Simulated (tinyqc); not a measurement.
Two-dimensional electron gas with Rashba and Dresselhaus coupling: one step. The two wave vectors at the energy E0 along this direction. Four cases, with inputs chosen for the exercise.

Problem. Solve c k^2/m -/+ |B(k)| = E0. The spin turns by (k_outer - k_inner) per length, so a half turn takes pi/(difference).

H = c k^2/m + al (ky sx - kx sy) + b1 (kx sx - ky sy) + gam kx ky (kx sy - ky sx), s the Pauli matrices, x = [100], c = hbar^2/2m0, b1 = gam (pi/L)^2 (hard walls). H = c k^2/m + B.s, so E = c k^2/m -/+ |B| and the lower state has its spin along -B.

Constants: hbar^2/2m0 = 3.80998211 eV angstrom^2.

Give: k; difference; length of a half turn.

Case 1.

Values chosen (of the size met in InSb; not measured data): m = 0.0151 m0 (mass); al = 0.37 eV angstrom (Rashba constant); gam = 281.7 eV angstrom^3 (bulk Dresselhaus constant); L = 179 angstrom (width of the (001) well); phi = 110 degrees (angle of k from [100]).

E0 = 72.92622 meV

Solution.

k (1/angstrom): outer 0.017706, inner 0.016331

difference = 0.001375 1/angstrom
length of a half turn = 228.4 nm

For linear terms alone the difference is (m/c)|B|/k, whatever the energy: every electron along this direction turns alike, the basis of the spin transistor. The cubic term makes it depend on density.

Case 2.

Values chosen (of the size met in InGaAs; not measured data): m = 0.0391 m0 (mass); al = 0.15 eV angstrom (Rashba constant); gam = 20.4 eV angstrom^3 (bulk Dresselhaus constant); L = 146 angstrom (width of the (001) well); phi = 45 degrees (angle of k from [100]).

E0 = 58.16338 meV

Solution.

k (1/angstrom): outer 0.025229, inner 0.023655

difference = 0.001574 1/angstrom
length of a half turn = 199.6 nm

For linear terms alone the difference is (m/c)|B|/k, whatever the energy: every electron along this direction turns alike, the basis of the spin transistor. The cubic term makes it depend on density.

Case 3.

Values chosen (of the size met in GaAs; not measured data): m = 0.067 m0 (mass); al = 0.012 eV angstrom (Rashba constant); gam = 0 eV angstrom^3 (bulk Dresselhaus constant); L = 201 angstrom (width of the (001) well); phi = 30 degrees (angle of k from [100]).

E0 = 24.65342 meV

Solution.

k (1/angstrom): outer 0.020927, inner 0.020716

difference = 0.0002110 1/angstrom
length of a half turn = 1489 nm

For linear terms alone the difference is (m/c)|B|/k, whatever the energy: every electron along this direction turns alike, the basis of the spin transistor.

Case 4.

Values chosen (of the size met in InAs; not measured data): m = 0.0241 m0 (mass); al = 0.42 eV angstrom (Rashba constant); gam = 25.2 eV angstrom^3 (bulk Dresselhaus constant); L = 85 angstrom (width of the (001) well); phi = 60 degrees (angle of k from [100]).

E0 = 68.53854 meV

Solution.

k (1/angstrom): outer 0.022276, inner 0.019459

difference = 0.002817 1/angstrom
length of a half turn = 111.5 nm

For linear terms alone the difference is (m/c)|B|/k, whatever the energy: every electron along this direction turns alike, the basis of the spin transistor. The cubic term makes it depend on density.

Computed by tinyqc, one run a case: `OMP_NUM_THREADS=1 python tinyqc.py N N+1 out.jsonl` with N = 1482590, 1482628, 1482860, 1482890; one thread of a shared Intel(R) Xeon(R) Processor @ 2.30GHz, about 0.01 s a run at most.
